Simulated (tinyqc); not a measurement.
Thin film between two gates, subbands and threshold shift from confinement: two steps of the calculation.

Undoped body with a flat potential across it, hard walls, transport along x. Three valley pairs (g = 2 each) with the longitudinal mass along x, y or z. Non-parabolicity enters the subband edges through E (1 + al E) = gamma, so E = 2 gamma/(1 + sqrt(1 + 4 al gamma)); motion within a subband is taken as parabolic with the band-edge mass. Energies are counted from the bulk band edge.

Inputs (values chosen for the exercise); masses close to those of silicon: temperature T = 400 K; longitudinal mass ml = 0.913 m0; transverse mass mt = 0.188 m0; non-parabolicity al = 0.5 1/eV; film thickness (along z) t = 3.4 nm; widening of the box by penetration into the insulator dl = 0.3 nm.

Constants: q = 1.602176634e-19 C, kB = 1.380649e-23 J/K, hbar = 1.054571817e-34 J s, m0 = 9.1093837015e-31 kg, Vt = kB T/q, hbar^2/(2 m0) = 0.0380998212 eV nm^2. Results are converted to the units shown.

Task 1. Lowest subbands. gamma = C (pi k/(t + dl))^2/mz, C = hbar^2/(2 m0). List the 5 lowest, labelled by valley axis and quantum numbers, with degeneracy g and N_k: N_k = g sqrt(mx my) m0 kB T/(pi hbar^2).

Find: E_k; g; N_k.

Result 1.

```
subband,E_k (eV),g,N_k (cm^-2)
z1,0.029645,2,5.4140e12
z2,0.11386,2,5.4140e12
x1,0.13675,2,1.1931e13
y1,0.13675,2,1.1931e13
z3,0.24158,2,5.4140e12
```

Task 2. Threshold shift. Each subband has N_k = g sqrt(mx my) m0 kB T/(pi hbar^2); without degeneracy n = exp(EF/Vt) sum N_k exp(-E_k/Vt). Classical value Nc times t, Nc = sum over valleys of 2 g (m m0 kB T/(2 pi hbar^2))^1.5 with m = (mx my mz)^(1/3). Threshold shift dVT = Vt ln(classical value/sum N_k exp(-E_k/Vt)). Use the subbands listed.

```
subband,E_k (eV),N_k (cm^-2)
z1,0.029645465,5.4139959e12
z2,0.11385777,5.4139959e12
x1,0.13675306,1.1930932e13
y1,0.13675306,1.1930932e13
z3,0.24158288,5.4139959e12
```

Give: shares; sum N_k exp(-E_k/Vt); Nc; classical value; dVT.

Result 2.

shares, subband z1 to z3 (%): [77.753, 6.756, 7.663, 7.663, 0.166]
sum N_k exp(-E_k/Vt) = 2.9464e12 cm^-2
Nc = 4.1641e19 cm^-3
classical value = 1.4158e13 cm^-2
dVT = 54.107 mV

tinyqc, about 0.07 s, one thread, Intel Xeon 2.30GHz (shared host): `OMP_NUM_THREADS=1 python tinyqc.py 2350117 2350118 out.jsonl`
